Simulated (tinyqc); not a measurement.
Worked calculation: density of states of one tight-binding band on the square lattice. Values are carried at full precision from step to step, so a last printed digit may differ when a step is redone from the rounded ones.

E(k) = -2 t (c1 + c2) - 4 t2 c1 c2 with ci = cos(2 pi ki); k in fractions of the reciprocal vectors, mesh k_i = j/N with j = 0 .. N-1. Densities are per cell and per spin, so the band holds one state.

Parameters, chosen for this exercise: t = 0.61 eV (nearest hopping); t2 = 0 eV (second hopping); N = 4 (mesh points along each axis); bins = 6 (bins of the histogram); E_lo = -2.513 eV (lower end of the histogram); E_hi = 2.517 eV (upper end); E = 1.12 eV (energy at which the density is wanted); sigma = 0.122 eV (Gaussian width).

## Energies on the mesh

Evaluate the band at all 16 points and collect equal values.

Distinct energies:
```
E_k (eV)  points
-2.4400        1
-1.2200        4
0.0000         6
1.2200         4
2.4400         1
```

The 16 points give 5 distinct energies between -2.4400 and 2.4400 eV; a dense mesh gives a band from -2.440 to 2.440 eV.

## Histogram

Count the points in equal bins from E_lo to E_hi; g = count/(all points x bin width).

Histogram:
```
from (eV)  to (eV)  points  g (1/eV)
-2.5130    -1.6747       1    0.0746
-1.6747    -0.8363       4    0.2982
-0.8363     0.0020       6    0.4473
0.0020      0.8403       0    0.0000
0.8403      1.6787       4    0.2982
1.6787      2.5170       1    0.0746
```

Empty bins: 1 of 6; the fullest holds 6 points. Empty bins inside the band come from the coarse mesh, not from gaps.

## Gaussian broadening at one energy

Gaussian broadening: g(E) = mean over the mesh of exp(-(E - E_k)^2/(2 sigma^2))/(sigma sqrt(2 pi)), n(E) = mean of erfc((E_k - E)/(sigma sqrt 2))/2.

Sum over the distinct energies with their counts.

n(E) = 0.7391
g(E) = 0.5842 1/eV

## One triangle of the mesh

For corner energies e1 <= e2 <= e3 and eij = ei - ej, the share of the triangle below E is n = (E - e1)^2/(e21 e31) for e1 < E < e2 and n = 1 - (e3 - E)^2/(e31 e32) for e2 < E < e3; its density of states is g = dn/dE.

corner energies, sorted (eV): 0.0000  1.2200  2.4400

Find its share below E and its density of states at E.

n = 0.4214
g = 0.7525 1/eV

E lies between corners 1 and 2.

## Sum over all linear triangles

Each square of the mesh is cut along (i, j)-(i+1, j+1) into two triangles. For corner energies e1 <= e2 <= e3 and eij = ei - ej, the share of the triangle below E is n = (E - e1)^2/(e21 e31) for e1 < E < e2 and n = 1 - (e3 - E)^2/(e31 e32) for e2 < E < e3; its density of states is g = dn/dE.

Average n and g over all pieces of the mesh. The reference uses the same method with N = 240.

n(E) = 0.8537
g(E) = 0.2217 1/eV
reference n(E) = 0.797
reference g(E) = 0.186 1/eV

On this mesh the linear method errs by +0.036 1/eV in g and +0.057 in n; the Gaussian sum erred by +0.399 and -0.058.

## Checks

- States below the top of the band by the linear method against one: both 1.000000.
- Reference g(E) against K(1 - E^2/16 t^2)/(2 pi^2 t), K the complete elliptic integral of parameter m: 0.186 against 0.185.

Program tinyqc; command `OMP_NUM_THREADS=1 python tinyqc.py 1650155 1650156 out.jsonl`; about 0.08 s on one thread of a shared Intel(R) Xeon(R) Processor @ 2.30GHz.
